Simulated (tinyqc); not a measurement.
Gaps across the alloy: virtual-crystal alloy in the empirical-pseudopotential method.

Empirical pseudopotential on the fcc lattice, atoms at +/- tau, tau = a (1,1,1)/8, no spin-orbit coupling. H(G,G') = c (2 pi/a)^2 |k + G|^2 delta + VS(q) cos(q.tau) + i VA(q) sin(q.tau), q = G - G', c = hbar^2/2m0; k and G in units of 2 pi/a; VS at |q|^2 = 3, 8, 11 and VA at 3, 4, 11, in rydberg, zero elsewhere. At each k the basis holds all G with |k + G|^2 up to 16; energies are counted from the fourth level at Gamma.

Virtual crystal A(1-x)B(x): a = (1 - x) a_A + x a_B. Rule linear: V = (1 - x) V_A + x V_B. Rule volume: V = [(1 - x) a_A^3 V_A + x a_B^3 V_B]/a^3, since a form factor is an atomic potential divided by the cell volume.

Constants: hbar^2/2m0 = 3.80998211 eV angstrom^2; Ry = 13.60569312 eV.

Inputs chosen for the exercise (classic local form factors of the size used for Si (A) and Ge (B), which place X and L only to a few tenths of an eV; shifted at random, so the results belong to these values and not to a real crystal):
- a = (5.435, 5.661) angstrom (lattice constants of A, B)
- VSA = (-0.213, 0.041, 0.079) Ry (symmetric form factors of A)
- VAA = (0, 0, 0) Ry (antisymmetric form factors of A)
- VSB = (-0.234, 0.011, 0.061) Ry (symmetric form factors of B)
- VAB = (0, 0, 0) Ry (antisymmetric form factors of B)
- rule = volume (mixing rule)

Gaps from the valence top to the fifth band at Gamma, at L = (1/2,1/2,1/2) and at the lowest of k = (f,0,0), f = 0.70, 0.75, ..., 1.00. Bowing C = 4 [(E(0) + E(1))/2 - E(1/2)].

Gaps (eV):

| x | Gamma | Delta/X | f of the minimum | L | lowest |
|---|---|---|---|---|---|
| 0.000 | 3.370 | 0.829 | 0.85 | 1.853 | Delta/X |
| 0.167 | 3.403 | 0.886 | 0.85 | 1.713 | Delta/X |
| 0.333 | 3.017 | 0.940 | 0.85 | 1.574 | Delta/X |
| 0.500 | 2.578 | 0.991 | 0.85 | 1.436 | Delta/X |
| 0.667 | 2.148 | 1.040 | 0.85 | 1.301 | Delta/X |
| 0.833 | 1.728 | 1.086 | 0.85 | 1.167 | Delta/X |
| 1.000 | 1.316 | 1.131 | 0.85 | 1.037 | L |

bowing (eV): Gamma -0.940, Delta/X -0.044, L 0.037

The lowest valley changes: Delta/X to L between x = 0.833 and 1.000. From A to B the Gamma gap moves by -2.05 eV, L by -0.82 eV and Delta/X by +0.30 eV; a move of Delta/X below about 0.4 eV is within the error of such form factors, sign included. The virtual crystal holds no disorder and no bond relaxation, so its bowing comes from the non-linear dependence on the mean potential and volume alone, and it may differ from measured bowing, which is positive in these alloys, in size and even in sign; crossings move with it; where the character of the fifth band at Gamma changes along x, its value mixes two levels.

Computed by tinyqc, a small Python program: `OMP_NUM_THREADS=1 python tinyqc.py 1051116 1051117 out.jsonl` (the numbers bound the seed that draws the inputs); one thread of a shared host (Intel(R) Xeon(R) Processor @ 2.30GHz), about 0.2 s for the whole set of steps.
